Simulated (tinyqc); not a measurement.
Worked calculation (part 2 of 2): RHF in the 6-31g basis, for H4, spin multiplicity 1. Computed by tinyqc, a small Python program that keeps every step (integrals from PySCF). Command: `OMP_NUM_THREADS=1 python tinyqc.py 22819 22820 out.jsonl` (the two numbers bound the seeds that draw the settings). One thread of a shared host (Intel(R) Xeon(R) Processor @ 2.60GHz), about 0.05 s of CPU time with the checks.

Geometry (angstrom):

| atom | x | y | z |
|---|---|---|---|
| H | 0.000000 | 0.000000 | 0.000000 |
| H | 0.000000 | 0.000000 | 0.932000 |
| H | 0.000000 | 1.954000 | 0.000000 |
| H | 0.000000 | 1.954000 | 0.932000 |

## Iteration 1: building the Fock matrix

D at the start:
```
           1H 1s      1H 2s      2H 1s      2H 2s      3H 1s      3H 2s      4H 1s      4H 2s
1H 1s   0.512053  -0.935986   0.677943  -0.211305   0.699505   0.056614  -0.082671  -0.030523
1H 2s  -0.935986   1.851780  -1.362404   0.573037  -1.088814   0.135975   0.699481  -0.771213
2H 1s   0.677943  -1.362404   1.005288  -0.443089   0.760150  -0.134426  -0.588939   0.682715
2H 2s  -0.211305   0.573037  -0.443089   0.334859  -0.036985   0.294131   0.761178  -1.083912
3H 1s   0.699505  -1.088814   0.760150  -0.036985   1.211330   0.399976   0.625905  -1.155969
3H 2s   0.056614   0.135975  -0.134426   0.294131   0.399976   0.413275   0.922929  -1.409060
4H 1s  -0.082671   0.699481  -0.588939   0.761178   0.625905   0.922929   2.147794  -3.214103
4H 2s  -0.030523  -0.771213   0.682715  -1.083912  -1.155969  -1.409060  -3.214103   4.856549
```

core Hamiltonian H = T + V (hartree):
```
           1H 1s      1H 2s      2H 1s      2H 2s      3H 1s      3H 2s      4H 1s      4H 2s
1H 1s  -1.338777  -1.186984  -0.703388  -0.865044  -0.032971  -0.240857  -0.014240  -0.172894
1H 2s  -1.186984  -1.391660  -0.865044  -1.173086  -0.240857  -0.539931  -0.172894  -0.449929
2H 1s  -0.703388  -0.865044  -1.338777  -1.186984  -0.014240  -0.172894  -0.032971  -0.240857
2H 2s  -0.865044  -1.173086  -1.186984  -1.391660  -0.172894  -0.449929  -0.240857  -0.539931
3H 1s  -0.032971  -0.240857  -0.014240  -0.172894  -1.338777  -1.186984  -0.703388  -0.865044
3H 2s  -0.240857  -0.539931  -0.172894  -0.449929  -1.186984  -1.391660  -0.865044  -1.173086
4H 1s  -0.014240  -0.172894  -0.032971  -0.240857  -0.703388  -0.865044  -1.338777  -1.186984
4H 2s  -0.172894  -0.449929  -0.240857  -0.539931  -0.865044  -1.173086  -1.186984  -1.391660
```

nuclear repulsion = 2.16608083 hartree

Given earlier and not repeated: Two-electron integrals (ij|kl) in chemists' order.

J_ij = sum D_kl (ij|kl), K_ij = sum D_kl (ik|jl); F = H + J - 0.5 K; E = tr D H + tr D J / 2 - 0.25 tr D K + E_nn.

Coulomb J (hartree):
```
          1H 1s     1H 2s     2H 1s     2H 2s     3H 1s     3H 2s     4H 1s     4H 2s
1H 1s  1.352020  0.863588  0.420256  0.583924  0.013098  0.150681  0.004935  0.102194
1H 2s  0.863588  1.209326  0.592185  0.958375  0.192275  0.461530  0.129863  0.369854
2H 1s  0.420256  0.592185  1.417961  0.875247  0.004937  0.103388  0.013084  0.152511
2H 2s  0.583924  0.958375  0.875247  1.193245  0.131196  0.369854  0.189928  0.462088
3H 1s  0.013098  0.192275  0.004937  0.131196  2.030014  1.193549  0.606724  0.813825
3H 2s  0.150681  0.461530  0.103388  0.369854  1.193549  1.464394  0.803256  1.186058
4H 1s  0.004935  0.129863  0.013084  0.189928  0.606724  0.803256  1.966938  1.175238
4H 2s  0.102194  0.369854  0.152511  0.462088  0.813825  1.186058  1.175238  1.482620
```

exchange K (hartree):
```
           1H 1s      1H 2s      2H 1s      2H 2s      3H 1s     3H 2s      4H 1s      4H 2s
1H 1s   0.116948   0.092705   0.059033   0.058566   0.040827  0.023707   0.036076  -0.005200
1H 2s   0.092705   0.230228  -0.012495   0.132438  -0.010109  0.029048   0.058638   0.003006
2H 1s   0.059033  -0.012495   0.294362   0.042415   0.072668  0.023755  -0.002865   0.014097
2H 2s   0.058566   0.132438   0.042415   0.100511  -0.009871  0.018510   0.032015   0.018364
3H 1s   0.040827  -0.010109   0.072668  -0.009871   1.053381  0.448601   0.330182   0.226641
3H 2s   0.023707   0.029048   0.023755   0.018510   0.448601  0.230098   0.187350   0.152403
4H 1s   0.036076   0.058638  -0.002865   0.032015   0.330182  0.187350   0.559577   0.133071
4H 2s  -0.005200   0.003006   0.014097   0.018364   0.226641  0.152403   0.133071   0.179496
```

Fock matrix F (hartree):
```
           1H 1s      1H 2s      2H 1s      2H 2s      3H 1s      3H 2s      4H 1s      4H 2s
1H 1s  -0.045231  -0.369748  -0.312649  -0.310403  -0.040287  -0.102030  -0.027343  -0.068100
1H 2s  -0.369748  -0.297448  -0.266612  -0.280930  -0.043527  -0.092924  -0.072350  -0.081577
2H 1s  -0.312649  -0.266612  -0.067996  -0.332945  -0.045637  -0.081383  -0.018455  -0.095395
2H 2s  -0.310403  -0.280930  -0.332945  -0.248670  -0.036762  -0.089329  -0.066937  -0.087025
3H 1s  -0.040287  -0.043527  -0.045637  -0.036762   0.164546  -0.217735  -0.261756  -0.164539
3H 2s  -0.102030  -0.092924  -0.081383  -0.089329  -0.217735  -0.042315  -0.155464  -0.063229
4H 1s  -0.027343  -0.072350  -0.018455  -0.066937  -0.261756  -0.155464   0.348373  -0.078282
4H 2s  -0.068100  -0.081577  -0.095395  -0.087025  -0.164539  -0.063229  -0.078282   0.001212
```

total energy of this density = 1.59425431 hartree

## Iteration 1: diagonalisation and new density

X:
```
               1          2          3          4          5          6          7         8
1H 1s  -0.481011  -0.523528  -0.604676   0.615503   0.551975   0.494709   0.247653  0.154668
1H 2s   1.579812   1.088542   0.639197  -0.411320   0.168062   0.237927   0.234278  0.231447
2H 1s   0.481011   0.523528  -0.604676   0.615503  -0.551975  -0.494709   0.247653  0.154668
2H 2s  -1.579812  -1.088542   0.639197  -0.411320  -0.168062  -0.237927   0.234278  0.231447
3H 1s   0.481011  -0.523528   0.604676   0.615503  -0.551975   0.494709  -0.247653  0.154668
3H 2s  -1.579812   1.088542  -0.639197  -0.411320  -0.168062   0.237927  -0.234278  0.231447
4H 1s  -0.481011   0.523528   0.604676   0.615503   0.551975  -0.494709  -0.247653  0.154668
4H 2s   1.579812  -1.088542  -0.639197  -0.411320   0.168062  -0.237927  -0.234278  0.231447
```

Diagonalise F' = X^T F X, C = X C', fill 2 alpha and 2 beta electrons from the bottom; D = 2 C_occ C_occ^T. Each column has its largest component positive (the first on a tie).

F' = X^T F X (hartree):
```
           1          2          3          4          5          6          7          8
1   0.728784  -0.063749   0.062400   0.065520  -0.413390   0.040514  -0.018312   0.019378
2  -0.063749   0.702671  -0.086196  -0.026799   0.029942  -0.449430  -0.007143  -0.016020
3   0.062400  -0.086196   0.615497   0.110416  -0.064188  -0.034625  -0.035315  -0.013369
4   0.065520  -0.026799   0.110416   0.528586   0.093382  -0.041655  -0.017103  -0.102279
5  -0.413390   0.029942  -0.064188   0.093382   0.456760  -0.180313  -0.061136   0.026923
6   0.040514  -0.449430  -0.034625  -0.041655  -0.180313   0.355100   0.041250  -0.045837
7  -0.018312  -0.007143  -0.035315  -0.017103  -0.061136   0.041250  -0.215528  -0.143650
8   0.019378  -0.016020  -0.013369  -0.102279   0.026923  -0.045837  -0.143650  -0.306421
```

orbital energies (hartree): MO1 -0.423023, MO2 -0.140324, MO3 -0.034662, MO4 0.206110, MO5 0.480757, MO6 0.708895, MO7 0.890143, MO8 1.177553

coefficients C:
```
             MO1        MO2        MO3        MO4        MO5        MO6        MO7        MO8
1H 1s   0.325420  -0.031900   0.122947  -0.101501  -0.842821   0.010868  -1.011232   0.138594
1H 2s   0.342624  -0.230306   1.219215   0.518300   0.390693   0.053869   1.474696  -0.442687
2H 1s   0.297185  -0.015331  -0.388934  -0.265156  -0.789391  -0.168080   0.959876   0.041404
2H 2s   0.253302  -0.032574  -1.031472  -0.299032   1.040805   0.319302  -1.412369   0.230662
3H 1s   0.054391   0.396021   0.009454  -0.214901  -0.100751   0.665238   0.008079  -1.107149
3H 2s   0.060976   0.611689   0.112455  -1.090320   0.340432  -0.828944  -0.298805   1.407176
4H 1s   0.065501   0.261949   0.056421   0.005052   0.035555   0.994587   0.129790   0.895080
4H 2s  -0.064071  -0.041091  -0.231312   1.532125  -0.539691  -0.618316   0.186165  -1.156223
```

D after iteration 1:
```
           1H 1s      1H 2s      2H 1s      2H 2s      3H 1s      3H 2s      4H 1s      4H 2s
1H 1s   0.213831   0.237687   0.194398   0.166937   0.010133   0.000659   0.025918  -0.039078
1H 2s   0.237687   0.340864   0.210707   0.188578  -0.145141  -0.239968  -0.075772  -0.024977
2H 1s   0.194398   0.210707   0.177108   0.151554   0.020186   0.017487   0.030900  -0.036822
2H 2s   0.166937   0.188578   0.151554   0.130445   0.001755  -0.008959   0.016118  -0.029781
3H 1s   0.010133  -0.145141   0.020186   0.001755   0.319581   0.491116   0.214600  -0.039515
3H 2s   0.000659  -0.239968   0.017487  -0.008959   0.491116   0.755764   0.328451  -0.058083
4H 1s   0.025918  -0.075772   0.030900   0.016118   0.214600   0.328451   0.145816  -0.029921
4H 2s  -0.039078  -0.024977  -0.036822  -0.029781  -0.039515  -0.058083  -0.029921   0.011587
```

## Iteration 2: building the Fock matrix

As before.

Coulomb J (hartree):
```
          1H 1s     1H 2s     2H 1s     2H 2s     3H 1s     3H 2s     4H 1s     4H 2s
1H 1s  1.926360  1.173186  0.584808  0.798989  0.015696  0.198617  0.005788  0.135305
1H 2s  1.173186  1.494988  0.774525  1.187653  0.206254  0.529331  0.127826  0.415704
2H 1s  0.584808  0.774525  1.825963  1.119252  0.005792  0.130726  0.014422  0.188317
2H 2s  0.798989  1.187653  1.119252  1.442255  0.138952  0.415704  0.181982  0.499280
3H 1s  0.015696  0.206254  0.005792  0.138952  2.056298  1.233375  0.587396  0.827884
3H 2s  0.198617  0.529331  0.130726  0.415704  1.233375  1.531962  0.751948  1.189553
4H 1s  0.005788  0.127826  0.014422  0.181982  0.587396  0.751948  1.722297  1.069872
4H 2s  0.135305  0.415704  0.188317  0.499280  0.827884  1.189553  1.069872  1.411028
```

exchange K (hartree):
```
          1H 1s     1H 2s     2H 1s     2H 2s     3H 1s     3H 2s     4H 1s     4H 2s
1H 1s  1.020505  0.860597  0.677866  0.747933  0.014618  0.156114  0.016034  0.136545
1H 2s  0.860597  0.853218  0.715397  0.784034  0.164857  0.289376  0.111778  0.249981
2H 1s  0.677866  0.715397  0.890758  0.771491  0.018259  0.138430  0.023601  0.146277
2H 2s  0.747933  0.784034  0.771491  0.785007  0.131776  0.253320  0.109228  0.238095
3H 1s  0.014618  0.164857  0.018259  0.131776  1.266723  0.999309  0.654633  0.769665
3H 2s  0.156114  0.289376  0.138430  0.253320  0.999309  0.915094  0.621349  0.733138
4H 1s  0.016034  0.111778  0.023601  0.109228  0.654633  0.621349  0.660337  0.586479
4H 2s  0.136545  0.249981  0.146277  0.238095  0.769665  0.733138  0.586479  0.635223
```

Fock matrix F (hartree):
```
           1H 1s      1H 2s      2H 1s      2H 2s      3H 1s      3H 2s      4H 1s      4H 2s
1H 1s   0.077330  -0.444096  -0.457513  -0.440021  -0.024584  -0.120297  -0.016469  -0.105861
1H 2s  -0.444096  -0.323281  -0.448218  -0.377449  -0.117031  -0.155288  -0.100957  -0.159215
2H 1s  -0.457513  -0.448218   0.041807  -0.453477  -0.017578  -0.111383  -0.030350  -0.125678
2H 2s  -0.440021  -0.377449  -0.453477  -0.341909  -0.099830  -0.160885  -0.113489  -0.159699
3H 1s  -0.024584  -0.117031  -0.017578  -0.099830   0.084160  -0.453264  -0.443309  -0.421992
3H 2s  -0.120297  -0.155288  -0.111383  -0.160885  -0.453264  -0.317245  -0.423771  -0.350102
4H 1s  -0.016469  -0.100957  -0.030350  -0.113489  -0.443309  -0.423771   0.053352  -0.410352
4H 2s  -0.105861  -0.159215  -0.125678  -0.159699  -0.421992  -0.350102  -0.410352  -0.298244
```

total energy of this density = -2.08545519 hartree

## Iteration 2: diagonalisation and new density

As before.

F' = X^T F X (hartree):
```
           1          2          3          4          5          6          7          8
1   0.848168  -0.000088   0.053472   0.025781  -0.489240   0.004274  -0.021460   0.016547
2  -0.000088   0.869110  -0.023720  -0.064489   0.003073  -0.509899   0.016442  -0.010485
3   0.053472  -0.023720   0.911712   0.000396  -0.026652   0.011570  -0.058029  -0.000308
4   0.025781  -0.064489   0.000396   0.892202  -0.012553   0.018873   0.007546  -0.128739
5  -0.489240   0.003073  -0.026652  -0.012553   0.650281   0.004815   0.001375   0.012462
6   0.004274  -0.509899   0.011570   0.018873   0.004815   0.483806   0.010448   0.002920
7  -0.021460   0.016442  -0.058029   0.007546   0.001375   0.010448  -0.466065  -0.015276
8   0.016547  -0.010485  -0.000308  -0.128739   0.012462   0.002920  -0.015276  -0.570088
```

orbital energies (hartree): MO1 -0.583770, MO2 -0.467773, MO3 0.131047, MO4 0.250825, MO5 0.885703, MO6 0.907318, MO7 1.231139, MO8 1.264638

coefficients C:
```
            MO1        MO2        MO3        MO4        MO5        MO6        MO7        MO8
1H 1s  0.226741  -0.187312  -0.118224  -0.137442   0.198368   0.720950  -1.000239   0.453470
1H 2s  0.206127  -0.242196  -0.753854  -1.163938  -0.092819  -0.632295   1.159060  -0.822052
2H 1s  0.238741  -0.195154   0.084712   0.115698   0.280047   0.920141   0.833894  -0.385343
2H 2s  0.244257  -0.233775   0.755692   1.183560  -0.075478  -0.871533  -1.048162   0.708300
3H 1s  0.174456   0.245655  -0.126199   0.123963   0.548284  -0.186620  -0.487393  -1.090656
3H 2s  0.200657   0.341208  -0.846781   1.060405  -0.393123   0.246389   0.367133   1.450370
4H 1s  0.183826   0.254739   0.103333  -0.109784   1.032854  -0.321927   0.298373   0.709742
4H 2s  0.122343   0.216121   0.898723  -1.108463  -0.918343   0.445475  -0.232345  -1.121579
```

D after iteration 2:
```
           1H 1s      1H 2s      2H 1s      2H 2s      3H 1s      3H 2s      4H 1s      4H 2s
1H 1s   0.172995   0.184207   0.181374   0.198344  -0.012915  -0.036830  -0.012070  -0.025483
1H 2s   0.184207   0.202295   0.192953   0.213934  -0.047073  -0.082557  -0.047611  -0.054251
2H 1s   0.181374   0.192953   0.190164   0.207872  -0.012582  -0.037366  -0.011653  -0.025937
2H 2s   0.198344   0.213934   0.207872   0.228624  -0.029632  -0.061508  -0.029302  -0.041281
3H 1s  -0.012915  -0.047073  -0.012582  -0.029632   0.181562   0.237650   0.189295   0.148869
3H 2s  -0.036830  -0.082557  -0.037366  -0.061508   0.237650   0.313372   0.247610   0.196582
4H 1s  -0.012070  -0.047611  -0.011653  -0.029302   0.189295   0.247610   0.197368   0.155089
4H 2s  -0.025483  -0.054251  -0.025937  -0.041281   0.148869   0.196582   0.155089   0.123352
```

## Iteration 10 (converged): orbitals

converged F (hartree):
```
           1H 1s      1H 2s      2H 1s      2H 2s      3H 1s      3H 2s      4H 1s      4H 2s
1H 1s   0.059112  -0.449391  -0.455728  -0.444387  -0.023084  -0.120106  -0.012211  -0.105405
1H 2s  -0.449391  -0.339007  -0.444386  -0.383660  -0.120106  -0.167467  -0.105405  -0.170077
2H 1s  -0.455728  -0.444386   0.059112  -0.449394  -0.012208  -0.105402  -0.023084  -0.120106
2H 2s  -0.444387  -0.383660  -0.449394  -0.339010  -0.105402  -0.170075  -0.120106  -0.167468
3H 1s  -0.023084  -0.120106  -0.012208  -0.105402   0.059112  -0.449394  -0.455728  -0.444386
3H 2s  -0.120106  -0.167467  -0.105402  -0.170075  -0.449394  -0.339010  -0.444387  -0.383660
4H 1s  -0.012211  -0.105405  -0.023084  -0.120106  -0.455728  -0.444387   0.059112  -0.449391
4H 2s  -0.105405  -0.170077  -0.120106  -0.167468  -0.444386  -0.383660  -0.449391  -0.339007
```

As before.

F' = X^T F X (hartree):
```
           1          2          3          4          5          6          7          8
1   0.847326   0.000000   0.000000   0.000003  -0.482985   0.000000   0.000000   0.000002
2   0.000000   0.866364  -0.000003   0.000000   0.000000  -0.505768   0.000005   0.000000
3   0.000000  -0.000003   0.908472   0.000000   0.000000   0.000001  -0.058730   0.000000
4   0.000003   0.000000   0.000000   0.894961  -0.000002   0.000000   0.000000  -0.113716
5  -0.482985   0.000000   0.000000  -0.000002   0.652637   0.000000   0.000000   0.000000
6   0.000000  -0.505768   0.000001   0.000000   0.000000   0.485499   0.000004   0.000000
7   0.000000   0.000005  -0.058730   0.000000   0.000000   0.000004  -0.483377   0.000000
8   0.000002   0.000000   0.000000  -0.113716   0.000000   0.000000   0.000000  -0.589043
```

orbital energies (hartree): MO1 -0.597706, MO2 -0.485851, MO3 0.135500, MO4 0.257284, MO5 0.903624, MO6 0.910945, MO7 1.216363, MO8 1.242678

coefficients C:
```
            MO1        MO2        MO3        MO4        MO5        MO6        MO7        MO8
1H 1s  0.200977  -0.221987   0.108891   0.122447   0.601983   0.614569   0.712006   0.721835
1H 2s  0.199530  -0.260962   0.815084   1.130723  -0.427724  -0.628778  -0.759716  -1.116024
2H 1s  0.200976  -0.221987  -0.108888  -0.122446   0.601969   0.614555  -0.712019  -0.721847
2H 2s  0.199536  -0.260979  -0.815077  -1.130723  -0.427702  -0.628764   0.759728   1.116032
3H 1s  0.200976   0.221987   0.108888  -0.122446   0.601968  -0.614555   0.712019  -0.721848
3H 2s  0.199535   0.260980   0.815077  -1.130723  -0.427702   0.628764  -0.759728   1.116032
4H 1s  0.200978   0.221987  -0.108891   0.122447   0.601983  -0.614569  -0.712006   0.721835
4H 2s  0.199531   0.260961  -0.815083   1.130723  -0.427724   0.628778   0.759716  -1.116024
```

D after iteration 10:
```
           1H 1s      1H 2s      2H 1s      2H 2s      3H 1s      3H 2s      4H 1s      4H 2s
1H 1s   0.179340   0.196063   0.179340   0.196072  -0.017773  -0.035664  -0.017773  -0.035657
1H 2s   0.196063   0.215827   0.196062   0.215838  -0.035659  -0.056585  -0.035658  -0.056577
2H 1s   0.179340   0.196062   0.179339   0.196072  -0.017774  -0.035665  -0.017773  -0.035658
2H 2s   0.196072   0.215838   0.196072   0.215849  -0.035664  -0.056592  -0.035663  -0.056583
3H 1s  -0.017773  -0.035659  -0.017774  -0.035664   0.179339   0.196072   0.179340   0.196062
3H 2s  -0.035664  -0.056585  -0.035665  -0.056592   0.196072   0.215849   0.196072   0.215838
4H 1s  -0.017773  -0.035658  -0.017773  -0.035663   0.179340   0.196072   0.179340   0.196062
4H 2s  -0.035657  -0.056577  -0.035658  -0.056583   0.196062   0.215838   0.196062   0.215826
```

## Convergence

Stop when the energy changes by less than 1e-08 hartree and every element of the error matrix X^T (F D S - S D F) X is below 3e-05.

Course of the cycle:

| iteration | E (hartree) | change | largest element of the error matrix |
|---|---|---|---|
| 1 | 1.59425431 | - | 5.13e-01 |
| 2 | -2.08545519 | -3.68e+00 | 2.31e-01 |
| 3 | -2.19079118 | -1.05e-01 | 3.07e-02 |
| 4 | -2.19350516 | -2.71e-03 | 8.82e-03 |
| 5 | -2.19370011 | -1.95e-04 | 3.29e-03 |
| 6 | -2.19371852 | -1.84e-05 | 1.17e-03 |
| 7 | -2.19372058 | -2.06e-06 | 4.16e-04 |
| 8 | -2.19372083 | -2.51e-07 | 1.48e-04 |
| 9 | -2.19372086 | -3.19e-08 | 5.27e-05 |
| 10 | -2.19372087 | -4.13e-09 | 1.89e-05 |

PySCF RHF in the same basis = -2.19372087 hartree

Converged in 10 iterations.

## Populations, bond orders and dipole

overlap S:
```
          1H 1s     1H 2s     2H 1s     2H 2s     3H 1s     3H 2s     4H 1s     4H 2s
1H 1s  1.000000  0.658292  0.299525  0.437886  0.008643  0.110094  0.003165  0.073386
1H 2s  0.658292  1.000000  0.437886  0.778696  0.110094  0.333041  0.073386  0.259337
2H 1s  0.299525  0.437886  1.000000  0.658292  0.003165  0.073386  0.008643  0.110094
2H 2s  0.437886  0.778696  0.658292  1.000000  0.073386  0.259337  0.110094  0.333041
3H 1s  0.008643  0.110094  0.003165  0.073386  1.000000  0.658292  0.299525  0.437886
3H 2s  0.110094  0.333041  0.073386  0.259337  0.658292  1.000000  0.437886  0.778696
4H 1s  0.003165  0.073386  0.008643  0.110094  0.299525  0.437886  1.000000  0.658292
4H 2s  0.073386  0.259337  0.110094  0.333041  0.437886  0.778696  0.658292  1.000000
```

Mulliken: Z minus the diagonal of D S on the atom; Loewdin: the same with S^(1/2) D S^(1/2); Mayer order: 2 sum_s sum (D(s) S)_ij (D(s) S)_ji over the two atoms.

Charges (e):

| atom | Mulliken | Loewdin |
|---|---|---|
| 1H | 0.000014 | 0.000010 |
| 2H | -0.000014 | -0.000010 |
| 3H | -0.000014 | -0.000010 |
| 4H | 0.000014 | 0.000010 |

Mayer bond orders:

| pair | order |
|---|---|
| 2-1 | 1.007629 |
| 3-1 | -0.007629 |
| 3-2 | -0.007630 |
| 4-1 | -0.007628 |
| 4-2 | -0.007629 |
| 4-3 | 1.007629 |

dipole moment about the origin, x y z (debye): 0.000000  0.000000  0.000001
